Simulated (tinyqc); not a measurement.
## Gain factor and gap resistance from two string resistances

Inverse problem. At small bit-line voltage each of the 64 cells has the resistance 1/(K x) at overdrive x (no mobility reduction) in series with a gap resistance Rg. Find K, Rg and the share of the gaps at the higher overdrive.

resistance of a string of 64 equal cells at overdrives of 4.1 and 7.1 V (kohm): 787.89129  552.33159

Answer. The resistance per cell is a straight line in 1/x with slope 1/K and intercept Rg.

K = 28.00 uA/V^2
Rg = 3.600 kohm
share of the gaps = 41.71 %

Program tinyqc, `OMP_NUM_THREADS=1 python tinyqc.py 2142205 2142206 out.jsonl`; Intel Xeon 2.30GHz, shared host, one thread, about 0.4 s.
